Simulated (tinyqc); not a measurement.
Filling the band: three-level Kane dispersion of a narrow-gap semiconductor.

Zero of energy at Gamma8, c = hbar^2/2m0, P^2 = Ep c. The free-electron term and remote bands are left out, so the heavy holes are flat at E = 0 and the other three bands obey E (E - Eg)(E + Dso) = P^2 k^2 (E + 2 Dso/3). The conduction band is the highest root; its edge is Ec = max(Eg, 0).

Degenerate electrons at T = 0: kF = (3 pi^2 n)^(1/3), 1 cm^-3 = 1e-24 angstrom^-3; EF is the highest root at kF. The momentum (cyclotron, optical) mass is m(E) = hbar^2 k/(dE/dk) = c d(k^2)/dE with d(k^2)/dE = k^2 [1/E + 1/(E - Eg) + 1/(E + Dso) - 1/(E + 2 Dso/3)]; the density of states is k d(k^2)/dE/(2 pi^2).

Edge mass m0* = Eg (Eg + Dso)/(Ep (Eg + 2 Dso/3)).
Constants: hbar^2/2m0 = 3.80998211 eV angstrom^2.

Parameters, chosen for this exercise (out of a larger set: near those of InAs; not measured data):

| symbol | value | unit | meaning |
|---|---|---|---|
| Eg | 0.418 | eV | E(Gamma6) - E(Gamma8) |
| Dso | 0.37 | eV | spin-orbit splitting |
| Ep | 21 | eV | Kane energy |

n from 1e15 to 1e19 cm^-3. The last column is the local power d ln(EF - Ec)/d ln n = kF^2/(1.5 (EF - Ec) d(k^2)/dE).

Results:

| n (cm^-3) | kF (1/angstrom) | EF - Ec (meV) | parabolic (meV) | m(EF) | m(EF)/m0* | power |
|---|---|---|---|---|---|---|
| 1.0e+15 | 0.00309 | 1.5 | 1.5 | 0.0238 | 1.01 | 0.664 |
| 1.0e+16 | 0.00667 | 7.1 | 7.2 | 0.0243 | 1.03 | 0.657 |
| 3.0e+16 | 0.00961 | 14.5 | 14.9 | 0.0251 | 1.06 | 0.647 |
| 1.0e+17 | 0.01436 | 31.2 | 33.3 | 0.0268 | 1.13 | 0.627 |
| 3.0e+17 | 0.02071 | 61.2 | 69.2 | 0.0298 | 1.26 | 0.598 |
| 1.0e+18 | 0.03094 | 122.5 | 154.5 | 0.0359 | 1.52 | 0.553 |
| 3.0e+18 | 0.04462 | 219.3 | 321.4 | 0.0454 | 1.93 | 0.507 |
| 1.0e+19 | 0.06665 | 392.7 | 717.2 | 0.0623 | 2.64 | 0.461 |

The power falls from 0.664 to 0.461: 2/3 marks a parabola, 1/3 a linear band. The parabola is within 10 % up to n = 1.0e+17 cm^-3. The mass has doubled by n = 1.0e+19 cm^-3 and ends at 2.6 times its edge value.

tinyqc: `OMP_NUM_THREADS=1 python tinyqc.py 1050030 1050031 out.jsonl`; about 0.01 s, one thread, shared Intel(R) Xeon(R) Processor @ 2.30GHz.
